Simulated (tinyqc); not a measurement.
# Worked calculation: abrupt p-n junction, non-linear Poisson equation by Newton steps

tinyqc, about 0.03 s, one thread, Intel Xeon 2.30GHz (shared host): `OMP_NUM_THREADS=1 python tinyqc.py 2000136 2000137 out.jsonl` Printed values are rounded; ~0 in a residual or rate marks an entry under 1e-11 of the largest of its column.

One dimension, p side on the left, n side on the right; net doping C = -Na for x < 0 and +Nd for x > 0. The potential psi is counted from the intrinsic level, and the quasi-Fermi potentials are flat: 0 for holes and -V for electrons, so n = ni exp((psi + V)/Vt) and p = ni exp(-psi/Vt) (Boltzmann statistics, full ionisation, no current).

Inputs (values chosen for the exercise); band and dielectric values those of a made-up semiconductor:

| symbol | value | unit | meaning |
|---|---|---|---|
| T | 300 | K | temperature |
| Eg | 1.12 | eV | band gap |
| eps_r | 11.9 |  | relative permittivity |
| Nc | 5.36e17 | cm^-3 | conduction-band density of states at T |
| Nv | 8.34e18 | cm^-3 | valence-band density of states at T |
| Na | 3.8e16 | cm^-3 | acceptor density of the p side |
| Nd | 3.6e15 | cm^-3 | donor density of the n side |
| V | 0 | V | bias of the p side against the n side |

Constants: q = 1.602176634e-19 C, kB = 1.380649e-23 J/K, Vt = kB T/q, eps0 = 8.8541878128e-14 F/cm where lengths are in cm. Results are converted to the units shown.

## Intrinsic density, end potentials and Debye lengths

ni = sqrt(Nc Nv) exp(-Eg/(2 Vt)), Eg in volts; psi_p = -Vt ln(Na/ni), psi_n = Vt ln(Nd/ni) - V; Debye length sqrt(eps0 eps_r Vt/(q N)).

ni = 8.271409e8 cm^-3
psi_p = -0.4561037 V
psi_n = 0.3951795 V
Debye length, p side = 21.15183 nm
Debye length, n side = 68.72084 nm

## Net doping on the mesh

| node | x (nm) |
|---|---|
| 0 | -224 |
| 1 | -168 |
| 2 | -120 |
| 3 | -78.6 |
| 4 | -43.3 |
| 5 | -13 |
| 6 | 13 |
| 7 | 49.5 |
| 8 | 101 |
| 9 | 172 |
| 10 | 273 |
| 11 | 414 |
| 12 | 613 |
| 13 | 891 |
| 14 | 1280 |

C = -Na for x < 0 and +Nd for x > 0, taken at the nodes.

| node | net doping C (cm^-3) |
|---|---|
| 0 | -3.8e16 |
| 1 | -3.8e16 |
| 2 | -3.8e16 |
| 3 | -3.8e16 |
| 4 | -3.8e16 |
| 5 | -3.8e16 |
| 6 | 3.6e15 |
| 7 | 3.6e15 |
| 8 | 3.6e15 |
| 9 | 3.6e15 |
| 10 | 3.6e15 |
| 11 | 3.6e15 |
| 12 | 3.6e15 |
| 13 | 3.6e15 |
| 14 | 3.6e15 |

## Couplings between neighbouring nodes

a_i = eps0 eps_r/h_i for the interval from node i to i + 1, with h_i = x_(i+1) - x_i in cm.

| interval | coupling a_i (F/cm^2) |
|---|---|
| 0 | 1.881515e-7 |
| 1 | 2.195101e-7 |
| 2 | 2.545044e-7 |
| 3 | 2.984840e-7 |
| 4 | 3.477387e-7 |
| 5 | 4.052494e-7 |
| 6 | 2.886708e-7 |
| 7 | 2.045919e-7 |
| 8 | 1.484012e-7 |
| 9 | 1.043216e-7 |
| 10 | 7.472683e-8 |
| 11 | 5.294715e-8 |
| 12 | 3.790102e-8 |
| 13 | 2.708608e-8 |

## Starting potential

The parabolas of an abrupt Na-Nd junction in the depletion approximation: psi_p + q Na (x + xp)^2/(2 eps0 eps_r) for -xp < x < 0, psi_n - q Nd (xn - x)^2/(2 eps0 eps_r) for 0 < x < xn, flat outside, with W = sqrt(2 eps0 eps_r (psi_n - psi_p)(1/Na + 1/Nd)/q), xp = W Nd/(Na + Nd), xn = W Na/(Na + Nd), psi_p = -Vt ln(Na/ni), psi_n = Vt ln(Nd/ni) - V.

| node | psi at the start (V) |
|---|---|
| 0 | -0.4561037 |
| 1 | -0.4561037 |
| 2 | -0.4561037 |
| 3 | -0.4561037 |
| 4 | -0.4546076 |
| 5 | -0.4154837 |
| 6 | -0.3449661 |
| 7 | -0.2447103 |
| 8 | -0.1156579 |
| 9 | 0.0384532 |
| 10 | 0.2101332 |
| 11 | 0.3564107 |
| 12 | 0.3951795 |
| 13 | 0.3951795 |
| 14 | 0.3951795 |

## Iteration 1: densities, residual and Jacobian diagonal

n_i = ni exp((psi_i + V)/Vt), p_i = ni exp(-psi_i/Vt), rho_i = p_i - n_i + C_i, g_i = (n_i + p_i)/Vt. Box widths w_i = (h_(i-1) + h_i)/2 in cm. Residual F_i = a_i (psi_(i+1) - psi_i) - a_(i-1) (psi_i - psi_(i-1)) + q rho_i w_i; Jacobian: a_(i-1) and a_i beside the diagonal, b_i = -a_(i-1) - a_i - q g_i w_i on it. The two end nodes are fixed.

| node | n (cm^-3) | p (cm^-3) |
|---|---|---|
| 0 | 18.00426 | 3.8e16 |
| 1 | 18.00426 | 3.8e16 |
| 2 | 18.00426 | 3.8e16 |
| 3 | 18.00426 | 3.8e16 |
| 4 | 19.07693 | 3.586331e16 |
| 5 | 86.64841 | 7.895841e15 |
| 6 | 1325.576 | 5.161243e14 |
| 7 | 64066.04 | 1.067901e13 |
| 8 | 9.432184e6 | 7.253485e10 |
| 9 | 3.660708e9 | 1.868933e8 |
| 10 | 2.803249e12 | 2.440603e5 |
| 11 | 8.035537e14 | 851.4204 |
| 12 | 3.6e15 | 190.0450 |
| 13 | 3.6e15 | 190.0450 |
| 14 | 3.6e15 | 190.0450 |

| node | residual F (C/cm^2) | diagonal b (F/cm^2) |
|---|---|---|
| 1 | ~0 | -1.632287e-6 |
| 2 | ~0 | -1.526721e-6 |
| 3 | 4.465583e-10 | -1.456149e-6 |
| 4 | 1.203547e-8 | -1.375244e-6 |
| 5 | 1.394982e-9 | -8.907385e-7 |
| 6 | 2.424556e-9 | -7.039160e-7 |
| 7 | 7.528252e-12 | -4.935539e-7 |
| 8 | 7.117160e-14 | -3.529958e-7 |
| 9 | -4.786472e-15 | -2.527230e-7 |
| 10 | -5.434473e-12 | -1.792587e-7 |
| 11 | -1.261471e-9 | -2.123343e-7 |
| 12 | -2.052699e-9 | -6.229652e-7 |
| 13 | ~0 | -8.090585e-7 |

## Iteration 1: Newton step

Solve the tridiagonal system a_(i-1) d_(i-1) + b_i d_i + a_i d_(i+1) = -F_i for nodes 1 to 13, with d = 0 on fixed nodes. Half of the step is added while the largest |d| exceeds 1.5 Vt, the full step after that.

| node | Newton step d, before damping (V) |
|---|---|
| 1 | 0.00007195 |
| 2 | 0.00053503 |
| 3 | 0.00314746 |
| 4 | 0.01340254 |
| 5 | 0.01569235 |
| 6 | 0.01954899 |
| 7 | 0.01724101 |
| 8 | 0.01397230 |
| 9 | 0.00946569 |
| 10 | 0.00305495 |
| 11 | -0.00581339 |
| 12 | -0.00379997 |
| 13 | -0.00017801 |

| node | psi after iteration 1 (V) |
|---|---|
| 0 | -0.4561037 |
| 1 | -0.4560317 |
| 2 | -0.4555686 |
| 3 | -0.4529562 |
| 4 | -0.4412050 |
| 5 | -0.3997913 |
| 6 | -0.3254171 |
| 7 | -0.2274693 |
| 8 | -0.1016856 |
| 9 | 0.0479189 |
| 10 | 0.2131881 |
| 11 | 0.3505973 |
| 12 | 0.3913795 |
| 13 | 0.3950015 |
| 14 | 0.3951795 |

## Iteration 2: densities, residual and Jacobian diagonal

As before.

| node | n (cm^-3) | p (cm^-3) |
|---|---|---|
| 0 | 18.00426 | 3.8e16 |
| 1 | 18.05444 | 3.789439e16 |
| 2 | 18.38076 | 3.722164e16 |
| 3 | 20.33529 | 3.364408e16 |
| 4 | 32.03770 | 2.135490e16 |
| 5 | 158.9939 | 4.303071e15 |
| 6 | 2823.665 | 2.422957e14 |
| 7 | 1.248142e5 | 5.481442e12 |
| 8 | 1.619334e7 | 4.224959e10 |
| 9 | 5.279365e9 | 1.295917e8 |
| 10 | 3.154878e12 | 2.168585e5 |
| 11 | 6.417329e14 | 1066.117 |
| 12 | 3.107891e15 | 220.1370 |
| 13 | 3.575296e15 | 191.3581 |
| 14 | 3.6e15 | 190.0450 |

| node | residual F (C/cm^2) | diagonal b (F/cm^2) |
|---|---|---|
| 1 | 1.225017e-13 | -1.628883e-6 |
| 2 | 5.788184e-12 | -1.505159e-6 |
| 3 | 1.662316e-10 | -1.352621e-6 |
| 4 | 2.146373e-9 | -1.080321e-6 |
| 5 | 5.412433e-10 | -8.280593e-7 |
| 6 | 5.830861e-11 | -6.986127e-7 |
| 7 | 1.356616e-12 | -4.934122e-7 |
| 8 | 8.749732e-15 | -3.529947e-7 |
| 9 | -3.681152e-16 | -2.527231e-7 |
| 10 | -3.948411e-14 | -1.792850e-7 |
| 11 | -5.141203e-11 | -1.952853e-7 |
| 12 | -1.415869e-10 | -5.502265e-7 |
| 13 | -4.549841e-13 | -8.039525e-7 |

## Iteration 2: Newton step

As before.

| node | Newton step d, before damping (1e-3 V) |
|---|---|
| 1 | 0.022435 |
| 2 | 0.165920 |
| 3 | 0.939168 |
| 4 | 3.557574 |
| 5 | 4.073808 |
| 6 | 3.935861 |
| 7 | 3.604194 |
| 8 | 3.132229 |
| 9 | 2.481533 |
| 10 | 1.555906 |
| 11 | 0.269148 |
| 12 | -0.232218 |
| 13 | -0.011513 |

| node | psi after iteration 2 (V) |
|---|---|
| 0 | -0.4561037 |
| 1 | -0.4560093 |
| 2 | -0.4554027 |
| 3 | -0.4520170 |
| 4 | -0.4376474 |
| 5 | -0.3957175 |
| 6 | -0.3214812 |
| 7 | -0.2238651 |
| 8 | -0.0985534 |
| 9 | 0.0504004 |
| 10 | 0.2147440 |
| 11 | 0.3508664 |
| 12 | 0.3911473 |
| 13 | 0.3949900 |
| 14 | 0.3951795 |

## Iteration 3: densities, residual and Jacobian diagonal

As before.

| node | n (cm^-3) | p (cm^-3) |
|---|---|---|
| 0 | 18.00426 | 3.8e16 |
| 1 | 18.07012 | 3.786152e16 |
| 2 | 18.49911 | 3.698352e16 |
| 3 | 21.08762 | 3.244377e16 |
| 4 | 36.76427 | 1.860943e16 |
| 5 | 186.1304 | 3.675713e15 |
| 6 | 3288.007 | 2.080780e14 |
| 7 | 1.434868e5 | 4.768118e12 |
| 8 | 1.827913e7 | 3.742858e10 |
| 9 | 5.811251e9 | 1.177306e8 |
| 10 | 3.350585e12 | 2.041918e5 |
| 11 | 6.484489e14 | 1055.075 |
| 12 | 3.080099e15 | 222.1233 |
| 13 | 3.573704e15 | 191.4434 |
| 14 | 3.6e15 | 190.0450 |

| node | residual F (C/cm^2) | diagonal b (F/cm^2) |
|---|---|---|
| 1 | 1.188462e-14 | -1.627824e-6 |
| 2 | 5.478499e-13 | -1.498562e-6 |
| 3 | 1.347750e-11 | -1.324092e-6 |
| 4 | 1.015493e-10 | -1.024511e-6 |
| 5 | 2.287891e-11 | -8.171144e-7 |
| 6 | 1.337227e-12 | -6.979500e-7 |
| 7 | 3.586794e-14 | -4.933927e-7 |
| 8 | 2.922696e-16 | -3.529945e-7 |
| 9 | -3.381452e-17 | -2.527231e-7 |
| 10 | -1.130272e-14 | -1.792997e-7 |
| 11 | -9.505715e-14 | -1.959929e-7 |
| 12 | -4.776832e-13 | -5.461185e-7 |
| 13 | -1.894302e-15 | -8.036235e-7 |

## Iteration 3: Newton step

As before.

| node | Newton step d, before damping (1e-4 V) |
|---|---|
| 1 | 0.013023 |
| 2 | 0.096033 |
| 3 | 0.532700 |
| 4 | 1.829674 |
| 5 | 2.013079 |
| 6 | 1.924441 |
| 7 | 1.780548 |
| 8 | 1.576900 |
| 9 | 1.296137 |
| 10 | 0.896750 |
| 11 | 0.343718 |
| 12 | 0.024656 |
| 13 | 0.001139 |

| node | psi after iteration 3 (V) |
|---|---|
| 0 | -0.4561037 |
| 1 | -0.4560080 |
| 2 | -0.4553931 |
| 3 | -0.4519638 |
| 4 | -0.4374645 |
| 5 | -0.3955162 |
| 6 | -0.3212888 |
| 7 | -0.2236870 |
| 8 | -0.0983957 |
| 9 | 0.0505301 |
| 10 | 0.2148337 |
| 11 | 0.3509008 |
| 12 | 0.3911498 |
| 13 | 0.3949901 |
| 14 | 0.3951795 |

## Course of the Newton iteration

Stop when the largest undamped |d| is below 1e-9 V, or after 80 iterations.

Course of the iteration:

| iteration | largest \|F\| (C/cm^2) | largest \|d\| (V) | at node |
|---|---|---|---|
| 1 | 1.20e-8 | 0.0195 | 6 |
| 2 | 2.15e-9 | 4.07e-3 | 5 |
| 3 | 1.02e-10 | 2.01e-4 | 5 |
| 4 | 2.44e-13 | 4.72e-7 | 5 |
| 5 | 1.40e-18 | 2.67e-12 | 5 |

Converged in 5 iterations. Once the step is below 0.1 Vt, 2 more iteration(s) reach the threshold: near the solution the error is roughly squared each time.

## Converged densities, field and charge

| node | converged psi (V) |
|---|---|
| 0 | -0.4561037 |
| 1 | -0.4560080 |
| 2 | -0.4553931 |
| 3 | -0.4519636 |
| 4 | -0.4374640 |
| 5 | -0.3955158 |
| 6 | -0.3212883 |
| 7 | -0.2236866 |
| 8 | -0.0983953 |
| 9 | 0.0505304 |
| 10 | 0.2148339 |
| 11 | 0.3509009 |
| 12 | 0.3911498 |
| 13 | 0.3949901 |
| 14 | 0.3951795 |

n and p as above; field E_i = -(psi_(i+1) - psi_i)/h_i on each interval; charge on either side of the peak Q = eps0 eps_r |E|max (Gauss).

| node | n (cm^-3) | p (cm^-3) |
|---|---|---|
| 0 | 18.00426 | 3.8e16 |
| 1 | 18.07103 | 3.785960e16 |
| 2 | 18.50600 | 3.696975e16 |
| 3 | 21.13123 | 3.237682e16 |
| 4 | 37.02602 | 1.847787e16 |
| 5 | 187.5889 | 3.647135e15 |
| 6 | 3312.632 | 2.065312e14 |
| 7 | 1.444808e5 | 4.735315e12 |
| 8 | 1.839123e7 | 3.720044e10 |
| 9 | 5.840527e9 | 1.171405e8 |
| 10 | 3.362254e12 | 2.034831e5 |
| 11 | 6.493134e14 | 1053.670 |
| 12 | 3.080394e15 | 222.1021 |
| 13 | 3.573720e15 | 191.4425 |
| 14 | 3.6e15 | 190.0450 |

| interval | field E (kV/cm) |
|---|---|
| 0 | -0.01709 |
| 1 | -0.12810 |
| 2 | -0.82837 |
| 3 | -4.10753 |
| 4 | -13.84432 |
| 5 | -28.54901 |
| 6 | -26.74020 |
| 7 | -24.32840 |
| 8 | -20.97545 |
| 9 | -16.26768 |
| 10 | -9.65014 |
| 11 | -2.02256 |
| 12 | -0.13814 |
| 13 | -0.00487 |

peak |E| = 28.54901 kV/cm
charge Q = 30.08062 nC/cm^2

## Check against the exact first integral and the depletion approximation

ni = sqrt(Nc Nv) exp(-Eg/(2 Vt)), Eg in volts. Exact first integral for an abrupt junction with thick neutral sides: psi_p = -Vt ln(Na/ni), psi_n = Vt ln(Nd/ni) - V, psi_j = (Nd psi_n + Na psi_p - Vt (Nd - Na))/(Na + Nd) at the junction, n_j = ni exp((psi_j + V)/Vt), p_j = ni exp(-psi_j/Vt), and E_j^2 = (2 q/(eps0 eps_r)) [Nd (psi_n - psi_j - Vt) + Vt (n_j + p_j)] (minority densities of the neutral sides neglected). Depletion approximation: Vbi = Vt ln(Na Nd/ni^2), W = sqrt(2 eps0 eps_r (Vbi - V)(1/Na + 1/Nd)/q), xp = W Nd/(Na + Nd), xn = W Na/(Na + Nd), peak field 2 (Vbi - V)/W, capacitance eps0 eps_r/W.

psi_j = -0.3610573 V
exact field at the junction = 28.41144 kV/cm
Vbi = 0.8512831 V
W = 583.5100 nm
peak field in the depletion approximation = 29.17802 kV/cm

The depletion approximation gives a peak field 2.7 % above the exact one, since it leaves out the Debye tails of the majority carriers at the edges of the depleted layer. The 15-node mesh above gave 28.55 kV/cm on the interval that holds the junction, 0.48 % above the exact value.
